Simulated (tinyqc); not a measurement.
Plane-wave Kohn-Sham cycle with exchange-only LDA in a layered model solid, step by step. Computed by tinyqc, a small Python program that keeps every step. Settings: points = 16, plane-wave index or count = 2, electrons = 2, k points = 3, area = 10.0, mixing = 0.3, iteration cap = 65, Kerker q0 = 1.49. Command: `OMP_NUM_THREADS=1 python tinyqc.py 29127 29128 out.jsonl` (the two numbers bound the seeds that draw the settings). One thread of a shared host (Intel(R) Xeon(R) Processor @ 2.60GHz), about 0.02 s of CPU time with the checks. Later iterations appear only in the table of the cycle.

## Iteration 1: potential

A solid whose potential varies along x alone (atomic units):
```
parameter                      value
period a                   12.100000
cross-section of the cell  10.000000
electrons per cell                 2
grid points                       16
plane waves -n..n, n               2
k points                           3
V1 in V1 cos(2 pi x/a)     -0.510000
```

density at the start, on the grid x_j = j a/N (e/bohr^3): 0.0165289  0.0165289  0.0165289  0.0165289  0.0165289  0.0165289  0.0165289  0.0165289  0.0165289  0.0165289  0.0165289  0.0165289  0.0165289  0.0165289  0.0165289  0.0165289

V_H(G) = 4 pi rho(G)/G^2 for G != 0 (uniform background); v_x = -(3 rho/pi)^(1/3); V = V_ext + V_H + v_x; Fourier components f(G_m) = (1/N) sum_j f(x_j) exp(-i G_m x_j).

Potentials on the grid (hartree):
```
x            V_ext      V_H       v_x         V
0.00000   -0.51000  0.00000  -0.25084  -0.76084
0.75625   -0.47118  0.00000  -0.25084  -0.72202
1.51250   -0.36062  0.00000  -0.25084  -0.61147
2.26875   -0.19517  0.00000  -0.25084  -0.44601
3.02500          0  0.00000  -0.25084  -0.25084
3.78125    0.19517  0.00000  -0.25084  -0.05568
4.53750    0.36062  0.00000  -0.25084   0.10978
5.29375    0.47118  0.00000  -0.25084   0.22033
6.05000    0.51000  0.00000  -0.25084   0.25916
6.80625    0.47118  0.00000  -0.25084   0.22033
7.56250    0.36062  0.00000  -0.25084   0.10978
8.31875    0.19517  0.00000  -0.25084  -0.05568
9.07500          0  0.00000  -0.25084  -0.25084
9.83125   -0.19517  0.00000  -0.25084  -0.44601
10.58750  -0.36062  0.00000  -0.25084  -0.61147
11.34375  -0.47118  0.00000  -0.25084  -0.72202
```

V(G_m), m = 0, 1, 2, ... (hartree): -0.25084  -0.25500  0.00000  0.00000  0.00000

## Iteration 1: Hamiltonian at one k

k = 0.00000 2 pi / a

H(m,m') = (k + G_m)^2/2 delta + V(G_m - G_m'), with V(-G) = V(G).

H (hartree):
```
          -2        -1        +0        +1        +2
-2   0.28844  -0.25500   0.00000   0.00000   0.00000
-1  -0.25500  -0.11602  -0.25500   0.00000   0.00000
+0   0.00000  -0.25500  -0.25084  -0.25500   0.00000
+1   0.00000   0.00000  -0.25500  -0.11602  -0.25500
+2   0.00000   0.00000   0.00000  -0.25500   0.28844
```

## Iteration 1: levels at that k

Diagonalise the Hermitian matrix.

eigenvalues (hartree): -0.58264  -0.23925  0.04820  0.41167  0.45601

## Iteration 1: new density

Motion across x is left out: the lowest 1 band(s) hold two electrons at each of the k points (j + 1/2)/nk - 1/2. Residual R = rho(out) - rho(in); rho(new) = rho(in) + 0.3 R, with R(G) scaled by G^2/(G^2 + 1.49^2) (Kerker). rho(out) = 2/(a A nk) sum |psi|^2 with psi = sum c exp(i G x). Harris energy E = band energy - dV sum rho (V_H/2 + v_x) + (3/4) dV sum rho v_x with rho(in), dV = a A/N, band energy = (2/nk) sum of the filled levels.

rho(out) (e/bohr^3): 0.0615072  0.0523339  0.0318128  0.0132358  0.0034787  0.0005192  0.0000472  0.0000268  0.0000468  0.0000268  0.0000472  0.0005192  0.0034787  0.0132358  0.0318128  0.0523339

density after iteration 1 (e/bohr^3): 0.0194983  0.0185219  0.0165633  0.0153145  0.0153087  0.0158499  0.0162573  0.0164294  0.0164746  0.0164294  0.0162573  0.0158499  0.0153087  0.0153145  0.0165633  0.0185219

energy per cell = -1.0383278 hartree

## Iteration 2: potential

As before.

Potentials on the grid (hartree):
```
x            V_ext       V_H       v_x         V
0.00000   -0.51000   0.05957  -0.26505  -0.71548
0.75625   -0.47118   0.04952  -0.26055  -0.68221
1.51250   -0.36062   0.02576  -0.25102  -0.58588
2.26875   -0.19517   0.00128  -0.24454  -0.43843
3.02500          0  -0.01525  -0.24451  -0.25977
3.78125    0.19517  -0.02334  -0.24736  -0.07554
4.53750    0.36062  -0.02645  -0.24946   0.08471
5.29375    0.47118  -0.02746  -0.25034   0.19338
6.05000    0.51000  -0.02768  -0.25057   0.23175
6.80625    0.47118  -0.02746  -0.25034   0.19338
7.56250    0.36062  -0.02645  -0.24946   0.08471
8.31875    0.19517  -0.02334  -0.24736  -0.07554
9.07500          0  -0.01525  -0.24451  -0.25977
9.83125   -0.19517   0.00128  -0.24454  -0.43843
10.58750  -0.36062   0.02576  -0.25102  -0.58588
11.34375  -0.47118   0.04952  -0.26055  -0.68221
```

V(G_m), m = 0, 1, 2, ... (hartree): -0.25070  -0.23695  0.00446  0.00010  -0.00006

## Iteration 2: Hamiltonian at one k

k = 0.00000 2 pi / a

As before.

H (hartree):
```
          -2        -1        +0        +1        +2
-2   0.28859  -0.23695   0.00446   0.00010  -0.00006
-1  -0.23695  -0.11588  -0.23695   0.00446   0.00010
+0   0.00446  -0.23695  -0.25070  -0.23695   0.00446
+1   0.00010   0.00446  -0.23695  -0.11588  -0.23695
+2  -0.00006   0.00010   0.00446  -0.23695   0.28859
```

## Iteration 2: levels at that k

As before.

eigenvalues (hartree): -0.54982  -0.22891  0.03852  0.39721  0.43771

## Iteration 2: new density

As before.

rho(out) (e/bohr^3): 0.0602437  0.0515568  0.0319542  0.0138423  0.0039372  0.0006846  0.0000804  0.0000319  0.0000441  0.0000319  0.0000804  0.0006846  0.0039372  0.0138423  0.0319542  0.0515568

density after iteration 2 (e/bohr^3): 0.0220480  0.0202898  0.0167232  0.0143615  0.0142325  0.0151709  0.0159417  0.0162935  0.0163885  0.0162935  0.0159417  0.0151709  0.0142325  0.0143615  0.0167232  0.0202898

energy per cell = -0.9745839 hartree

## Convergence

Stop when sqrt(dV sum R^2) is below 1e-8, dV = a A/N.

Course of the cycle:
```
iteration  E (hartree)  norm of the residual
1           -1.0383278              2.35e-01
2           -0.9745839              2.19e-01
3           -0.9169678              2.05e-01
4           -0.8652201              1.92e-01
5           -0.8189722              1.80e-01
6           -0.7778239              1.68e-01
7           -0.7413764              1.57e-01
8           -0.7092449              1.47e-01
9           -0.6810634              1.37e-01
10          -0.6564851              1.28e-01
11          -0.6351824              1.19e-01
...                ...                   ...
55          -0.5334055              6.35e-04
56          -0.5334053              5.59e-04
57          -0.5334051              4.92e-04
58          -0.5334050              4.34e-04
59          -0.5334049              3.82e-04
60          -0.5334048              3.36e-04
61          -0.5334048              2.96e-04
62          -0.5334047              2.61e-04
63          -0.5334047              2.30e-04
64          -0.5334047              2.02e-04
65          -0.5334046              1.78e-04
```

Not converged within 65 iterations: the residual falls steadily but slowly, by a factor of about 0.88 a step. Reruns (cap 100 unless said): mixing 0.1: not converged; mixing 0.5, Kerker q0 1.0: converged in 47 (E = -0.53340); mixing 0.3, Pulay depth 5: converged in 42 (E = -0.53340); the original settings with a cap of 400: converged in 143 (E = -0.53340).
